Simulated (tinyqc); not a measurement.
# Length offset and series resistance from crossing lines

Problem. R_total = Rs + k (L - dL)/Vo with constant Rs, dL and k. Find k, dL and Rs.

R_total at (L, Vo) = (45, 0.3), (90, 0.3), (45, 0.84) and (90, 0.84), L in nm and Vo in V (ohm um): [257.5, 482.5, 162.67857, 243.03571]

Solution. At each overdrive R is a straight line in L with slope k/Vo; the two lines cross at L = dL, R = Rs.

k = 1.500 ohm um V/nm
dL = 15.50 nm
Rs = 110.0 ohm um

Numbers from tinyqc (`OMP_NUM_THREADS=1 python tinyqc.py 2282280 2282281 out.jsonl`; about 0.03 s on one thread of a shared Intel Xeon 2.30GHz).
